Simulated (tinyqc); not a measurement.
Changing the emission angle from the normal: X-ray photoelectron analysis of a thin oxide on a semiconductor: attenuation lengths, thickness, angle series and band offsets. Computed by tinyqc, a small Python program. Command: `OMP_NUM_THREADS=1 python tinyqc.py 3110369 3110370 out.jsonl xps sweep`. One thread of a shared host (Intel(R) Xeon(R) Processor @ 2.30GHz), about 0.01 s of CPU time with the checks.

The same element is seen in the oxide and in the substrate, at nearly the same kinetic energy; films are flat and uniform, and the work function is ignored.

Inputs (values chosen for the exercise, modelled on SiO2 on 4H-SiC):
```
quantity                                           value    unit
photon energy                                        650      eV
binding energy of the core level                   100.5      eV
oxide density                                       2.22  g/cm^3
oxide formula mass                                 60.08   g/mol
valence electrons per oxide formula                   16       -
oxide gap                                           8.99      eV
substrate density                                   3.21  g/cm^3
substrate formula mass                              40.1   g/mol
valence electrons per substrate formula                8       -
substrate gap                                       3.26      eV
oxide thickness d                                    5.3      nm
attenuation length over inelastic mean free path    0.94       -
carbon overlayer                                    0.73      nm
counts in the two peaks together                  700000       -
```

Method:
- TPP-2M: lambda = E/(E_p^2 [b ln(c E) - C/E + D/E^2]) in angstrom, E_p = 28.8 sqrt(N_v rho/M), b = -0.10 + 0.944/sqrt(E_p^2 + E_g^2) + 0.069 rho^0.1, c = 0.191/sqrt(rho), U = N_v rho/M, C = 1.97 - 0.91 U, D = 53.4 - 20.8 U, with E = photon energy less binding energy in eV.
- Attenuation length L = factor x lambda.
- R_0 = (rho_o/M_o) L_o/((rho_s/M_s) L_s); peak ratio R = I_ox/I_sub = R_0 [exp(d/(L_o cos theta)) - 1]; hence d = L_o cos theta ln(1 + R/R_0). A carbon layer weakens both peaks alike, by exp(-d_C/(L_o cos theta)) if its L is taken equal to L_o. This R_0 leaves out intrinsic losses from the substrate peak, so calibrated values can be larger.
- With x = d/(L_o cos theta): d ln d/d ln R = (1 - exp(-x))/x = -d ln d/d ln R_0; counting error of R = 1/sqrt(N f (1 - f)), f the oxide share, which times the sensitivity gives that of d; an angle error adds tan(theta) d theta; d is proportional to L_o at fixed R_0. Assumed errors: 5 % in R_0, 1 degree, 5 % in L_o.

One run for each value:
```
emission angle from the normal (degrees)     ratio R  depth 3 L_o cos theta (nm)  angle (%)  attenuation by carbon
0                                         1.0778e+01                      5.4426     0.0000                0.66872
9                                         1.1201e+01                      5.3756     0.2764                0.66538
18                                        1.2627e+01                      5.1762     0.5671                0.65502
27                                        1.5672e+01                      4.8494     0.8893                0.63660
36                                        2.2091e+01                      4.4031     1.2681                0.60813
45                                        3.7593e+01                      3.8485     1.7453                0.56606
54                                        8.7772e+01                      3.1991     2.4022                0.50430
63                                        3.8179e+02                      2.4709     3.4254                0.41217
72                                        7.8269e+03                      1.6818     5.3716                0.27195
```

Over the rows, ratio R rises from 10.8 to 7830; depth 3 L_o cos theta (nm) falls from 5.44 to 1.68; angle (%) rises from 0 to 5.37.

Caution (rows 63.0, 72.0): beyond about 60 degrees elastic scattering and roughness make a single attenuation length unreliable.
